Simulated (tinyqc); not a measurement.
Fermi-level pinning from two metals.

Inverse problem. Cowley-Sze model with the space charge neglected: phiB = S (phiM - chi) + (1 - S)(Eg - phi0), S = 1/(1 + q Dit dl/(eps0 ei)), dl in cm. Find S, phi0 and Dit.

Parameters, values chosen for the exercise; band and dielectric values close to those of cadmium telluride:
- Eg = 1.5 eV (band gap)
- chi = 4.37 eV (electron affinity)
- dl = 0.3 nm (thickness of the interfacial layer)
- ei = 1 (relative permittivity of the interfacial layer)

Constants: q = 1.602176634e-19 C, eps0 = 8.8541878128e-14 F/cm where lengths are in cm. Results are converted to the units shown.

barriers for metals with phiM = 4.78 and 5.5 eV (eV): [0.89530096, 0.95602419]

Answer. S is the slope of phiB against phiM; either barrier then gives phi0, and S gives Dit.

S = 0.0843
phi0 = 0.560 eV
Dit = 2.00e14 cm^-2 eV^-1

Numbers from tinyqc (`OMP_NUM_THREADS=1 python tinyqc.py 2020168 2020169 out.jsonl`; about 0.1 s on one thread of a shared Intel Xeon 2.30GHz).
